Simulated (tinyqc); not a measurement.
# Undoped symmetric double-gate MOSFET, analytic potential model, step by step

tinyqc, about 0.01 s, one thread, Intel Xeon 2.30GHz (shared host): `OMP_NUM_THREADS=1 python tinyqc.py 2440093 2440094 out.jsonl` Printed values are rounded.

An undoped body of thickness ts between two equal insulators and tied gates; long channel, electrons only, n = ni exp((psi - V)/Vt) with V the quasi-Fermi potential (0 at the source, Vd at the drain), constant mobility, no quantisation. Across the body psi(x) = V - 2 Vt ln[(ts/(2 beta)) sqrt(q ni/(2 eps0 eps_r Vt)) cos(2 beta x/ts)], x from the centre. Q is the electron charge per area of the whole body.

Values chosen for this exercise; material values close to those of silicon:
- T = 300 K (temperature)
- Eg = 1.12 eV (band gap)
- eps_r = 11.6 (relative permittivity of the semiconductor)
- Nc = 2.81e19 cm^-3 (conduction-band density of states at T)
- Nv = 2.61e19 cm^-3 (valence-band density of states at T)
- eox = 25.9 (relative permittivity of the gate insulator)
- tox = 6.2 nm (insulator thickness)
- ts = 6 nm (body thickness)
- dphi = -0.16 V (gate work function less that of the intrinsic body)
- mu = 590 cm^2/(V s) (channel mobility)
- L = 2 um (gate length)
- Vg = 1 V (gate voltage)
- Vd = 0.8 V (drain voltage)

Constants: q = 1.602176634e-19 C, kB = 1.380649e-23 J/K, Vt = kB T/q, eps0 = 8.8541878128e-14 F/cm where lengths are in cm. Results are converted to the units shown.

Range of the model: In a body this thin, quantum confinement raises the threshold; it is left out. The surface density at the source passes 0.3 Nc, where Boltzmann statistics fail.

## Constants of the body

ni = sqrt(Nc Nv) exp(-Eg/(2 Vt)), Eg in volts; r = eps_r tox/(eox ts); V0 = dphi + 2 Vt ln[(2/ts) sqrt(2 eps0 eps_r Vt/(q ni))].

ni = 1.05947e10 cm^-3
r = 0.462806
V0 = 0.348421 V

## Iteration 1: beta at the source by Newton steps in z = ln(tan beta)

z at the start = 2

With V = 0, t = exp(z), beta = arctan(t): f = ln(beta) + (1/2) ln(1 + t^2) + 2 r beta t - (Vg - V0)/(2 Vt); with c = t/(1 + t^2), df/dz = c/beta + t c + 2 r t (c + beta); z(new) = z - f/(df/dz).

beta = 1.43628
f = -0.407704
df/dz = 11.8068
z after iteration 1 = 2.03453

## Iteration 2: beta at the source by Newton steps in z = ln(tan beta)

As before.

beta = 1.44079
f = 0.00645525
df/dz = 12.1828
z after iteration 2 = 2.03400

## Course of the iteration: beta at the source by Newton steps in z = ln(tan beta)

Stop when z changes by less than 1e-11, or after 60 iterations.

Course of the iteration:
```
iteration        z  |change|
1          2.03453    0.0345
2          2.03400   5.30e-4
3          2.03400   1.28e-7
4          2.03400  7.55e-15
```

Converged in 4 iterations. The change falls from 0.035 in the first iteration to below the tolerance in the last.

## Charges and drain current

beta_s = 1.44072
beta_d = 0.0564092

beta (between 0 and pi/2) solves (Vg - V0 - V)/(2 Vt) = ln(beta) - ln(cos beta) + 2 r beta tan(beta). Q = 8 eps0 eps_r Vt beta tan(beta)/ts; I = mu (1/L)(4 eps0 eps_r/ts)(2 Vt)^2 [g(beta_s) - g(beta_d)] per width, g = beta tan(beta) - beta^2/2 + r beta^2 tan^2(beta), with beta_s at V = 0 and beta_d at V = Vd.

Qs = 3899.20 nC/cm^2
Qd = 1.12772 nC/cm^2
g(beta_s) = 66.1158
g(beta_d) = 0.00159907
I = 357.010 uA/um

The term r beta^2 tan^2(beta), which gives the square law, makes up 84.9 % of g at the source.

## Potential and electron density across the body at the source

x/ts, point 0 to 6: 0  0.1  0.2  0.3  0.4  0.45  0.5

psi(x) as above with V = 0 and beta = beta_s; n = ni exp(psi/Vt).

```
point   psi (V)   n (cm^-3)
0      0.527300  7.64433e18
1      0.529477  8.31588e18
2      0.536408  1.08728e19
3      0.549647  1.81449e19
4      0.573889  4.63452e19
5      0.594859  1.04301e20
6      0.632905  4.54380e20
```

The density at the surface is 59.4 times that at the centre (1/cos^2 beta). It reaches 16 Nc, where Boltzmann statistics overestimate it.
